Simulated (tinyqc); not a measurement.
Worked calculation: Pariser-Parr-Pople SCF with singles CI, for the molecule Fc1ccc2ccoc2c1 (SMILES; centres numbered as the heavy atoms are written). One step of it, computed by the program tinyqc.

Problem. Iteration 3: Fock matrix. F_rr = H_rr + P_rr gamma_rr / 2 + sum_(s != r) P_ss gamma_rs; F_rs = H_rs - P_rs gamma_rs / 2; E = tr P (H + F) / 2 + core repulsion sum_(r<s) z_r z_s gamma_rs.

P after iteration 2, lower triangle:
```
            1F         2C         3C         4C         5C         6C         7C         8O
1F    1.914734
2C    0.277166   0.966464
3C   -0.133052   0.573407   1.074970
4C   -0.033230   0.010946   0.737499   0.953639
5C    0.088898  -0.254920  -0.036544   0.548621   1.051457
6C   -0.005242   0.025537  -0.133140  -0.008206   0.506878   1.072627
7C   -0.054265   0.153608   0.047446  -0.169467  -0.078635   0.785237   1.128692
8O    0.040481  -0.103566   0.098378   0.055688  -0.178858  -0.289001   0.464484   1.641897
9C   -0.003280  -0.029239  -0.263253   0.045280   0.567338  -0.083825  -0.279853   0.438858
10C  -0.187678   0.693864  -0.001006  -0.340812  -0.019267   0.073957  -0.030200  -0.150103

           9C       10C
9C   1.073702
10C  0.563228  1.121820
```

core matrix H (eV), lower triangle:
```
             1F          2C          3C          4C          5C          6C          7C          8O
1F   -80.445080
2C    -2.100000  -72.504536
3C     0.000000   -2.390000  -65.913507
4C     0.000000    0.000000   -2.390000  -65.508094
5C     0.000000    0.000000    0.000000   -2.390000  -73.046099
6C     0.000000    0.000000    0.000000    0.000000   -2.390000  -64.426969
7C     0.000000    0.000000    0.000000    0.000000    0.000000   -2.390000  -65.379516
8O     0.000000    0.000000    0.000000    0.000000    0.000000    0.000000   -2.240000  -84.284017
9C     0.000000    0.000000    0.000000    0.000000   -2.390000    0.000000    0.000000   -2.240000
10C    0.000000   -2.390000    0.000000    0.000000    0.000000    0.000000    0.000000    0.000000

             9C         10C
9C   -77.418204
10C   -2.390000  -70.704922
```

repulsion gamma_rs (eV), lower triangle:
```
            1F         2C         3C         4C         5C         6C         7C         8O
1F   21.400000
2C    8.693586  11.130000
3C    5.578854   7.556054  11.130000
4C    3.781266   5.239807   7.554151  11.130000
5C    3.354786   4.668361   5.238603   7.551123  11.130000
6C    2.549971   3.290974   3.602738   5.021971   7.553446  11.130000
7C    2.390640   2.994007   2.994047   3.721543   5.521135   7.555132  11.130000
8O    2.867799   3.708111   3.370950   3.895050   5.924544   5.924508   8.704741  21.500000
9C    3.780979   5.238603   4.668704   5.239039   7.556054   5.520550   5.521171   8.700357
10C   5.579398   7.553336   5.239602   4.667830   5.238716   3.773198   3.721718   5.320158

            9C        10C
9C   11.130000
10C   7.551409  11.130000
```

Centres (angstrom, eV; a flat drawing with bonds scaled to 1.40 angstrom):

| centre | x | y | core charge z | W | gamma_rr |
|---|---|---|---|---|---|
| 1F | -3.206000 | 0.690000 | 2 | 39.000000 | 21.400000 |
| 2C | -1.887000 | 0.221000 | 1 | 11.160000 | 11.130000 |
| 3C | -1.633000 | -1.155000 | 1 | 11.160000 | 11.130000 |
| 4C | -0.314000 | -1.624000 | 1 | 11.160000 | 11.130000 |
| 5C | 0.752000 | -0.715000 | 1 | 11.160000 | 11.130000 |
| 6C | 2.140000 | -0.899000 | 1 | 11.160000 | 11.130000 |
| 7C | 2.743000 | 0.364000 | 1 | 11.160000 | 11.130000 |
| 8O | 1.729000 | 1.328000 | 2 | 33.000000 | 21.500000 |
| 9C | 0.498000 | 0.661000 | 1 | 11.160000 | 11.130000 |
| 10C | -0.822000 | 1.130000 | 1 | 11.160000 | 11.130000 |

Give: F; pi energy.

Solution.

F (eV), lower triangle:
```
           1F       2C       3C       4C       5C       6C       7C        8O
1F   -17.9641
2C    -3.3048  -5.3565
3C     0.3711  -4.5563  -5.5653
4C     0.0628  -0.0287  -5.1756  -4.9927
5C    -0.1491   0.5950   0.0957  -4.4614  -5.3760
6C     0.0067  -0.0420   0.2398   0.0206  -4.3043  -5.3755
7C     0.0649  -0.2300  -0.0710   0.3153   0.2171  -5.3563  -6.5552
8O    -0.0580   0.1920  -0.1658  -0.1085   0.5298   0.8561  -4.2616  -12.5017
9C     0.0062   0.0766   0.6145  -0.1186  -4.5334   0.2314   0.7726   -4.1491
10C    0.5236  -5.0105   0.0026   0.7954   0.0505  -0.1395   0.0562    0.3993

          9C      10C
9C   -6.2712
10C  -4.5166  -5.7958
```

pi energy = -209.5613 eV
